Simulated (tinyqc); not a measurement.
Inside a calculation. Method: LDA (PW92) atom on a uniform radial grid, spin-unpolarised, for Be. Computed by tinyqc, a small Python program that keeps every step. Settings: Z = 4, points = 192, R = 16.9, functional = lda,pw, mixing = 1.0, iteration cap = 64. Command: `OMP_NUM_THREADS=1 python tinyqc.py 29358 29359 out.jsonl` (the two numbers bound the seeds that draw the settings). One thread of a shared host (Intel(R) Xeon(R) Processor @ 2.60GHz), about 0.2 s of CPU time with the checks. Later iterations appear only in the table of the cycle.

## Iteration 1

Spherical atom on a uniform radial grid r_j = j h with h = R/(N + 1), h sum u^2 = 1 and integrals as h times sums, u(0) = u(R) = 0 (atomic units):
```
parameter,value
Z,4
points N,192
R,16.900000
h,0.087565
mixing,1.000000
electrons in 1s,2
electrons in 2s,2
```

Three-point differences turn -u''/2 + [l(l+1)/2r^2 - Z/r + V] u = e u into a tridiagonal matrix (diagonal 1/h^2 + potential, off-diagonal -1/2h^2). D = sum f u^2; the Hartree potential y/r solves y'' = -D/r with y(0) = 0, y(R) = N_e; v_xc comes from rho = D/(4 pi r^2); E = sum f e - int D V + int D (V_H/2 + eps_xc); V(new) = V + mixing (V_H + v_xc - V).

eigenvalues (hartree): 1s -7.768625, 2s -1.984896

Every 12th grid point:
```
r,V in,u(1s),u(2s),D,V_H,v_xc
1.050777,0.000000,0.264900,-0.791914,1.394600,3.290854,-0.518451
2.101554,0.000000,0.008593,-0.574323,0.659842,1.881604,-0.269797
3.152332,0.000000,0.000209,-0.176629,0.062396,1.268231,-0.104297
4.203109,0.000000,4.52e-06,-0.040663,0.003307,0.951659,-0.036377
5.253886,0.000000,9.16e-08,-0.008067,0.000130,0.761341,-0.011758
6.304663,0.000000,1.78e-09,-0.001461,4.27e-06,0.634451,-0.003567
7.355440,0.000000,3.37e-11,-0.000249,1.24e-07,0.543815,-0.001031
8.406218,0.000000,0,-0.000041,3.28e-09,0.475838,-0.000288
9.456995,0.000000,0,-0.000006,8.15e-11,0.422967,-0.000079
10.507772,0.000000,0,-9.79e-07,0,0.380671,-0.000010
11.558549,0.000000,0,-1.47e-07,0,0.346064,0.000000
12.609326,0.000000,0,-2.17e-08,0,0.317226,0.000000
13.660104,0.000000,0,-3.16e-09,0,0.292824,0.000000
14.710881,0.000000,0,-4.54e-10,0,0.271908,0.000000
15.761658,0.000000,0,-6.36e-11,0,0.253780,0.000000
16.812435,0.000000,0,0,0,0.237919,0.000000
```

total energy = -13.10101825 hartree

## Iteration 2

As before.

eigenvalues (hartree): 1s -2.825251, 2s -0.036826

Every 12th grid point:
```
r,V in,u(1s),u(2s),D,V_H,v_xc
1.050777,2.772403,0.421404,-0.214345,0.447051,2.577245,-0.365400
2.101554,1.611807,0.042633,-0.499266,0.502169,1.575813,-0.248408
3.152332,1.163935,0.003767,-0.496623,0.493297,1.161430,-0.193535
4.203109,0.915282,0.000319,-0.408121,0.333126,0.912796,-0.144823
5.253886,0.749583,0.000027,-0.315403,0.198958,0.746313,-0.108678
6.304663,0.630884,2.20e-06,-0.238850,0.114098,0.628384,-0.082571
7.355440,0.542784,1.82e-07,-0.179591,0.064506,0.541306,-0.063498
8.406218,0.475550,1.50e-08,-0.134537,0.036201,0.474794,-0.049282
9.456995,0.422889,1.24e-09,-0.100394,0.020158,0.422539,-0.038478
10.507772,0.380660,1.03e-10,-0.074448,0.011085,0.380501,-0.030114
11.558549,0.346064,0,-0.054594,0.005961,0.346002,-0.023518
12.609326,0.317226,0,-0.039209,0.003075,0.317205,-0.018198
13.660104,0.292824,0,-0.027035,0.001462,0.292818,-0.013766
14.710881,0.271908,0,-0.017074,0.000583,0.271907,-0.009875
15.761658,0.253780,0,-0.008511,0.000145,0.253780,-0.006105
16.812435,0.237919,0,-0.000644,8.31e-07,0.237919,-0.001119
```

total energy = -13.89415202 hartree

## Convergence

Stop when input and output potentials agree to 1e-7.

Course of the cycle (hartree):
```
iteration,E,e(1s),e(2s),largest |V(out) - V(in)|
1,-13.10101825,-7.768625,-1.984896,6.66e+00
2,-13.89415202,-2.825251,-0.036826,1.87e+00
3,-13.98913364,-4.023637,-0.307106,6.54e-01
4,-14.00047899,-3.574997,-0.175098,2.15e-01
5,-14.00168368,-3.721837,-0.213352,7.14e-02
6,-14.00181793,-3.672987,-0.200309,2.37e-02
7,-14.00183268,-3.689190,-0.204598,7.87e-03
8,-14.00183431,-3.683807,-0.203168,2.61e-03
9,-14.00183449,-3.685595,-0.203643,8.68e-04
10,-14.00183451,-3.685001,-0.203485,2.88e-04
11,-14.00183452,-3.685198,-0.203537,9.57e-05
12,-14.00183452,-3.685132,-0.203520,3.18e-05
13,-14.00183452,-3.685154,-0.203526,1.06e-05
14,-14.00183452,-3.685147,-0.203524,3.51e-06
15,-14.00183452,-3.685149,-0.203524,1.16e-06
16,-14.00183452,-3.685149,-0.203524,3.87e-07
17,-14.00183452,-3.685149,-0.203524,1.29e-07
18,-14.00183452,-3.685149,-0.203524,4.27e-08
```

Converged in 18 iterations. A uniform grid resolves the cusp poorly: for a bare nucleus this grid gives 1s at -7.76862 against -Z^2/2 = -8 hartree. Before convergence this energy mixes input and output and is not variational, so it may rise towards its limit.
